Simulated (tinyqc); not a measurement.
Polycrystal bounds against single-crystal directions: anisotropic elasticity and sound waves of a cubic crystal. Computed by tinyqc, a small Python program. Command: `OMP_NUM_THREADS=1 python tinyqc.py 3006605 3006606 out.jsonl cubicelastic walk`. One thread of a shared host (Intel(R) Xeon(R) Processor @ 2.30GHz), about 0.01 s of CPU time with the checks.

Voigt order 1..6 = xx, yy, zz, yz, xz, xy, with engineering shear strains. The rotated frame has x' as named, z' along the wafer normal and y' = z' x x'.

Inputs (values chosen for the exercise, modelled on nickel): C11 = 249.5 GPa; C12 = 155.6 GPa; C44 = 123.7 GPa.

Frame: (110) wafer, x' along [1-11].

Method. S11 = (C11 + C12)/D, S12 = -C12/D, D = (C11 - C12)(C11 + 2 C12), S44 = 1/C44. Zener ratio A = 2 C44/(C11 - C12); S0 = S11 - S12 - S44/2; H = 2 C44 + C12 - C11. B = (C11 + 2 C12)/3; Voigt G = (C11 - C12 + 3 C44)/5; Reuss G = 5/(4 (S11 - S12) + 3 S44); Hill is their mean; E = 9BG/(3B + G), nu = (3B - 2G)/(6B + 2G). Along <hkl>, with g = 0, 1/4, 1/3: 1/E = S11 - 2 S0 g; for a film with that normal C33 = C11 + 2 H g and M = [6B - (3B - C33) - (3B - C33)^2/C33]/2.

S11 = 7.69425 1/TPa

S12 = -2.95538 1/TPa

S44 = 8.08407 1/TPa

S0 = 6.60759 1/TPa

H = 153.5 GPa

Zener ratio A = 2.63472

bulk modulus B = 186.9 GPa

Averages:
```
average  G (GPa)  E (GPa)       nu
Voigt     93.000   239.31  0.28660
Reuss     74.793   197.97  0.32346
Hill      83.897   218.93  0.30477
```

Directions:
```
direction  E (GPa)  biaxial modulus M (GPa)
<100>       129.97                   211.02
<110>       227.77                   359.23
<111>       304.03                   394.27
```

The bounds on G differ by 24 %, while E varies by a factor 2.34 with direction; with A above 1 the stiffest axis is <111>. Under a fixed mismatch strain, grains with a <100> normal store the least energy.

Extremes, crossings and ranges named in words are read from the listed rows.
